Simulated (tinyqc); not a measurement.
Heterojunction of two tight-binding chains: sweeps and comparisons. A value that a table varies takes the place of the one given here.

Left chain: hopping -t1, sites at 2 t1 (band bottom 0). Right chain: hopping -t2, sites at dE + 2 t2 (bottom dE). t = c/(m a^2), c = hbar^2/2m0. The bond across the interface is -tc with tc = f sqrt(t1 t2), and the last left site has the extra energy U. In a chain E = bottom + 2t (1 - cos(ka)); the surface Green function of a half chain is g = -exp(ika)/t, with Im k > 0 where cos(ka) > 1.

Constants: hbar^2/2m0 = 3.80998211 eV angstrom^2.

Parameters, chosen for this exercise (masses and offset of the size met at InGaAs / InAlAs; shifted at random, so the results belong to these values and not to a real crystal):
- a = 4 angstrom (site spacing)
- m1 = 0.045 m0 (mass on the left)
- m2 = 0.069 m0 (mass on the right)
- dE = 0.52 eV (band offset)
- f = 1 (factor on the interface hopping)
- U = 0 eV (extra energy on the last left site)
- E = 0.538 eV (electron energy)

## Transmission against energy, and which matching rule a chain obeys

Chain A is the junction as given; chain B has tc = sqrt(t1 t2) and U = 0; chain C has tc = t2 and U = t2 - t1, the finite-difference form of -d/dx (c/m) d/dx. Continuum formulas T = 4 x y/(x + y)^2 with parabolic k: x, y = k/m on each side (BenDaniel-Duke) or x, y = k (slope continuous).

T:

| E - dE (eV) | E (eV) | chain A | chain B | chain C | k/m matched | k matched |
|---|---|---|---|---|---|---|
| 0.002 | 0.522 | 0.2617 | 0.2617 | 0.1793 | 0.1814 | 0.2645 |
| 0.005 | 0.525 | 0.3810 | 0.3810 | 0.2680 | 0.2709 | 0.3848 |
| 0.010 | 0.530 | 0.4926 | 0.4926 | 0.3560 | 0.3595 | 0.4969 |
| 0.020 | 0.540 | 0.6170 | 0.6170 | 0.4615 | 0.4657 | 0.6216 |
| 0.050 | 0.570 | 0.7810 | 0.7810 | 0.6183 | 0.6230 | 0.7853 |
| 0.100 | 0.620 | 0.8839 | 0.8839 | 0.7351 | 0.7397 | 0.8873 |
| 0.200 | 0.720 | 0.9538 | 0.9538 | 0.8336 | 0.8377 | 0.9558 |
| 0.400 | 0.920 | 0.9890 | 0.9890 | 0.9035 | 0.9069 | 0.9898 |

How do the results move?

Chain C follows the k/m rule within 0.0047 and chain B the plain k rule within 0.0047, while the two rules differ by up to 0.1623: in B the self-energy of the right side is -t1 exp(i k2 a), so only k2 enters, and in C it is -t2 exp(i k2 a), which carries 1/m2. Chain A is chain B here.

## When the interface binds a state

A state below both bands solves E - 2 t1 - U - S1(E) - S2(E) = 0 for E < 0, with S1 = -t1 z1, S2 = -(tc^2/t2) z2 and |z| < 1 the decaying root of z + 1/z = 2 - (E - bottom)/t. Decay lengths -a/ln|z|. The threshold is the U that solves the equation at E = 0. A dash: no bound state.

Interface state:

| U (eV) | E (eV) | decay left (angstrom) | decay right (angstrom) |
|---|---|---|---|
| -0.51 | - | - | - |
| -1.02 | - | - | - |
| -1.52 | - | - | - |
| -1.86 | -0.0047 | 134.2 | 10.3 |
| -2.20 | -0.0367 | 48.1 | 10.0 |
| -2.71 | -0.1221 | 26.4 | 9.3 |
| -3.39 | -0.2848 | 17.3 | 8.4 |
| -5.08 | -0.8692 | 9.9 | 6.4 |

threshold U = -1.6937 eV

What can be read from the table?

The step pushes the state out, so an attraction must exceed 1.6937 eV to bind; 5 of the 8 rows are bound. At U = -5.08 eV the state decays over 9.9 angstrom to the left and 6.4 to the right, where the band lies higher.

## What each parameter does

T = 4 Im(S1) Im(S2) |G|^2 with G = 1/(E - 2 t1 - U - S1 - S2), S1 = -t1 exp(i k1 a), S2 = -(tc^2/t2) exp(i k2 a). Each row changes one parameter from the base and keeps the others.

Results:

| case | T | k1 a | k2 a |
|---|---|---|---|
| base | 0.5976 | 0.3202 | 0.0722 |
| m1 = 0.054 m0 | 0.5624 | 0.3511 | 0.0722 |
| m2 = 0.0828 m0 | 0.6325 | 0.3202 | 0.0791 |
| dE = 0.47 eV | 0.8455 | 0.3202 | 0.1405 |
| f = 0.9 | 0.4622 | 0.3202 | 0.0722 |
| U = 0.2 eV | 0.6065 | 0.3202 | 0.0722 |
| a = 3.2 angstrom | 0.5993 | 0.2558 | 0.0578 |

What does this show?

The largest shifts from the base row, up to three for each result and ties (the steps differ in size, so this ranks the rows, not the parameters). T: dE +0.2479, f -0.1355, m1 -0.0352. k1 a: a -0.0644, m1 +0.0309; unchanged at the printed digits by m2, dE, f and U. k2 a: dE +0.0683, a -0.0145, m2 +0.0069; unchanged at the printed digits by m1, f and U.

tinyqc: `OMP_NUM_THREADS=1 python tinyqc.py 1451090 1451091 out.jsonl`; about 0.01 s, one thread, shared Intel(R) Xeon(R) Processor @ 2.30GHz.
